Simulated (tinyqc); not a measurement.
What moves the results: density of states of one tight-binding band on the simple cubic lattice. A value that a table varies takes the place of the one given here.

E(k) = -2 t (c1 + c2 + c3) - 4 t2 (c1 c2 + c2 c3 + c3 c1) with ci = cos(2 pi ki); k in fractions of the reciprocal vectors, mesh k_i = j/N with j = 0 .. N-1. Densities are per cell and per spin, so the band holds one state.

Each cube of the mesh, corners numbered 0 to 7 as the binary number (i j l), is cut into six tetrahedra around the diagonal 0-7: 0137, 0157, 0237, 0267, 0457, 0467. For corner energies e1 <= e2 <= e3 <= e4 and eij = ei - ej, the share of the tetrahedron below E is n = (E - e1)^3/(e21 e31 e41) for e1 < E < e2; n = [e21^2 + 3 e21 x + 3 x^2 - (e31 + e42) x^3/(e32 e42)]/(e31 e41) with x = E - e2 for e2 < E < e3; n = 1 - (e4 - E)^3/(e41 e42 e43) for e3 < E < e4; its density of states is g = dn/dE.

Gaussian broadening: g(E) = mean over the mesh of exp(-(E - E_k)^2/(2 sigma^2))/(sigma sqrt(2 pi)), n(E) = mean of erfc((E_k - E)/(sigma sqrt 2))/2.

Values chosen for the exercise:
- t = 0.73 eV (nearest hopping)
- t2 = 0 eV (second hopping)
- N2 = 10 (mesh points along each axis in this comparison)
- sigma = 0.073 eV (Gaussian width)
- E = 2.02 eV (energy at which the density is wanted)

## Three ways to the same curve

N = N2 here; the reference is the linear method with N = 36.

g(E) (1/eV):
```
E (eV)  reference  linear tetrahedra  Gaussian, sigma  Gaussian, sigma/4  reference n(E)
-3.583      0.042              0.037            0.039              0.017           0.021
-2.787      0.072              0.070            0.123              0.183           0.065
-1.990      0.114              0.115            0.134              0.000           0.138
-1.194      0.198              0.208            0.456              1.434           0.265
-0.397      0.196              0.203            0.391              0.022           0.422
0.399       0.196              0.203            0.397              0.031           0.578
1.195       0.198              0.208            0.455              1.378           0.735
1.992       0.114              0.115            0.134              0.000           0.862
2.788       0.072              0.070            0.123              0.198           0.935
3.584       0.042              0.037            0.038              0.015           0.979
```

Root-mean-square errors against the reference: 0.0060 for linear tetrahedra, 0.1476 for sigma and 0.5508 for sigma/4. The narrow Gaussian is worse than the wide one, because it resolves the separate mesh levels. The reference is highest at -1.194 and 1.195 eV of the energies listed, and half filling lies between -0.397 and 0.399 eV.

## Convergence with the mesh

At the energy E; the plain count is the share of mesh points below E; the reference is the linear method with N = 36.

Results:
```
N   points  g linear  n linear  g Gaussian  n Gaussian  n plain count
4       64    0.1119    0.9120      0.0000      0.8906         0.8906
6      216    0.1062    0.8857      0.0235      0.8479         0.8472
8      512    0.1104    0.8761      0.2247      0.8540         0.8418
12    1728    0.1112    0.8702      0.2229      0.8641         0.8791
16    4096    0.1120    0.8678      0.1126      0.8661         0.8684
20    8000    0.1114    0.8668      0.0990      0.8646         0.8626
```

reference n and g: 0.8655  0.1120

The linear n(E) stays within 0.002 of the reference from N = 20 on. The Gaussian g still moves by more than 1 % between the last two meshes. At the last mesh it lies -0.013 1/eV from the reference g and the linear g -0.001. The plain count errs by -0.0029 at the last mesh.

## Critical points

The gradient vanishes at these points by symmetry; the signs of the eigenvalues of the second-derivative matrix give the type.

Critical points:
```
point                k   E (eV)  positive  negative     type
Gamma        (0, 0, 0)  -4.3800         3         0  minimum
X          (0.5, 0, 0)  -1.4600         2         1   saddle
M        (0.5, 0.5, 0)   1.4600         1         2   saddle
R      (0.5, 0.5, 0.5)   4.3800         0         3  maximum
```

Gamma is a minimum at -4.380 eV: its contribution to g starts as a square root. X is a saddle at -1.460 eV: g has a square-root kink there. M is a saddle at 1.460 eV: g has a square-root kink there. R is a maximum at 4.380 eV: its contribution to g ends as a square root.

## What moves the count of states

Linear method and Gaussian sum with N = 14. Each row changes one parameter from the base and keeps the others.

Results:
```
case              n linear  g linear (1/eV)  n Gaussian  g Gaussian (1/eV)
base                0.8687           0.1109      0.8670             0.1453
t = 0.803 eV        0.8470           0.1152      0.8355             0.1216
E = 2.093 eV        0.8766           0.1065      0.8766             0.1194
sigma = 0.146 eV    0.8687           0.1109      0.8647             0.1332
t2 = 0.036 eV       0.8739           0.1256      0.8740             0.1638
```

The largest shifts from the base row, up to three for each result and ties (the steps differ in size, so this ranks the rows, not the parameters). n linear: t -0.0217, E +0.0079, t2 +0.0052; unchanged at the printed digits by sigma. g linear (1/eV): t2 +0.0147, E -0.0044, t +0.0043; unchanged at the printed digits by sigma. n Gaussian: t -0.0315, E +0.0096, t2 +0.0070. g Gaussian (1/eV): E -0.0259, t -0.0237, t2 +0.0185.

Computed by tinyqc, a small Python program: `OMP_NUM_THREADS=1 python tinyqc.py 1681891 1681892 out.jsonl` (the numbers bound the seed that draws the inputs); one thread of a shared host (Intel(R) Xeon(R) Processor @ 2.30GHz), about 0.2 s for the whole set of steps.
